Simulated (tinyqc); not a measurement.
Non-radiative capture by multiphonon emission, one effective mode. The energy-gap law. Computed by tinyqc, a small Python program. Command: `OMP_NUM_THREADS=1 python tinyqc.py 3010534 3010535 out.jsonl capture sweep`. One thread of a shared host (Intel(R) Xeon(R) Processor @ 2.30GHz), about 0.05 s of CPU time with the checks.

The initial state (free carrier plus empty centre) lies dE above the final state; both have the same frequency and are displaced by dQ.

Inputs (values chosen for the exercise, with mass, screening and phonons like those of diamond):
```
quantity                    value                   unit
phonon energy hbar omega     94.9                    meV
Huang-Rhys factor S          4.77                      -
electron-phonon coupling W  0.011  eV/(u^(1/2) angstrom)
cell volume V                1730             angstrom^3
degeneracy g                    2                      -
broadening b                   52                    meV
carrier mass m               0.77                    m_0
dielectric constant eps      5.76                      -
temperature T                 400                      K
defect density N_t          2e+13                  cm^-3
```

Centre: repulsive.

Constants: hbar^2/u = 4.18015928e-03 eV angstrom^2; k_B = 8.617333262e-05 eV/K; hbar = 6.582119569e-16 eV s; Ry = 13.605693123 eV; k_B = 1.380649e-23 J/K; m_0 = 9.1093837015e-31 kg.

Method:
- dQ = sqrt(2 S (hbar^2/u)/hbar omega); relaxation energy lambda = S hbar omega; phonons needed P = dE/hbar omega; classical barrier E_b = (dE - lambda)^2/(4 lambda); occupation n = 1/(exp(hbar omega/k_B T) - 1).
- Huang-Rhys weight for a net emission of p phonons: L_p = exp(-S (2n + 1)) ((n + 1)/n)^(p/2) I_p(2 S sqrt(n (n + 1))), I_p the modified Bessel function.
- M_p = sum_m w_m <m_i|Q|(m + p)_f>^2 with Q counted from the final minimum and Boltzmann weights w_m for m = 0..24; <m_i|Q|k_f> = sqrt((hbar^2/u)/(2 hbar omega)) [sqrt(k) <m|k-1> + sqrt(k+1) <m|k+1>], with overlaps of oscillators displaced by d = sqrt(2 S) summed on 1500 points from -16 to 16 + d.
- The delta function is a Gaussian of standard deviation b at dE - p hbar omega.
- C_0 = V (2 pi/hbar) g W^2 sum_p M_p Gaussian_p. The sum runs over the seven p from round(P) - 3 to round(P) + 3; 1 angstrom^3 = 1e-24 cm^3.
- Sommerfeld factor of a repulsive centre: s(k) = 2 pi nu/(exp(2 pi nu) - 1), nu = sqrt(Ry*/E), Ry* = Ry m/eps^2, averaged over (2/sqrt(pi)) sqrt(x) exp(-x) dx with x = E/k_B T = t^2 (trapezoid, t to 6 in steps of 0.01).
- C = s C_0; v = sqrt(3 k_B T/m); sigma = C/v; tau = 1/(C N_t).

One run for each value:
```
energy released dE (eV)  capture coefficient C (cm^3/s)  classical barrier E_b (eV)       P
0.885                                        1.4533e-13                      0.1032   9.326
1.130                                        2.7664e-14                      0.2534  11.907
1.370                                        3.1536e-15                      0.4647  14.436
1.620                                        1.9960e-16                      0.7526  17.071
1.860                                        9.5291e-18                      1.0938  19.600
2.100                                        3.2239e-19                      1.4987  22.129
2.350                                        6.8976e-21                      1.9881  24.763
2.590                                        1.3134e-22                      2.5229  27.292
2.830                                        1.9445e-24                      3.1213  29.821
```

Over the rows, capture coefficient C (cm^3/s) falls from 1.45e-13 to 1.94e-24 (exponent d ln y / d ln x -6.8 between the first rows and -48 between the last); classical barrier E_b (eV) rises from 0.103 to 3.12 (exponent d ln y / d ln x 3.7 between the first rows and 2.4 between the last); P rises from 9.33 to 29.8 (exponent d ln y / d ln x about 1.00 throughout). ln C changes by -1.67 for each added phonon at the high end, nearly the same as in the rows before: the near-exponential fall of the energy-gap law.

Caution (all rows): the effective Bohr radius is under 10 angstrom, so the effective-mass Sommerfeld factor is rough. Caution (rows 1.86, 2.35, 2.83): the largest term is not the one nearest energy conservation, so C_0 depends strongly on the broadening b.

Extremes, crossings and ranges named in words are read from the listed rows.
